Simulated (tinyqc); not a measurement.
Composition and strain of an epitaxial Si(1-x)Ge(x) layer from Raman and X-ray peaks: one step, computed by the program tinyqc.

A (001) layer, biaxially strained in the plane. The Raman peaks follow empirical lines omega = w0 + c1 x + c3 x^3 + b eps (c3 for Si-Ge alone), with eps the in-plane strain.

Question. Raman peaks. Insert x and eps in the three lines; the strain part is b eps.

Inputs (values chosen for the exercise, modelled on silicon-germanium):
```
quantity                     value  unit
Ge fraction x                 0.74     -
Si-Si: w0                    520.9  1/cm
Si-Si: c1                    -69.2  1/cm
Si-Si: strain coefficient b   -770  1/cm
Si-Ge: w0                    400.2  1/cm
Si-Ge: c1                     24.2  1/cm
Si-Ge: c3                    -33.6  1/cm
Si-Ge: strain coefficient b   -544  1/cm
Ge-Ge: w0                    280.1  1/cm
Ge-Ge: c1                     18.6  1/cm
Ge-Ge: strain coefficient b   -479  1/cm
```

Substrate: relaxed alloy buffer.

in-plane strain eps = 0.5204168 per mille

Give: Si-Si peak; Si-Ge peak; Ge-Ge peak; strain parts.

Answer.

Si-Si peak = 469.3 1/cm

Si-Ge peak = 404.2 1/cm

Ge-Ge peak = 293.6 1/cm

strain parts (1/cm): Si-Si -0.4007, Si-Ge -0.2831, Ge-Ge -0.2493

Read as unstrained, the Si-Si peak would give x = 0.746 in place of 0.74.
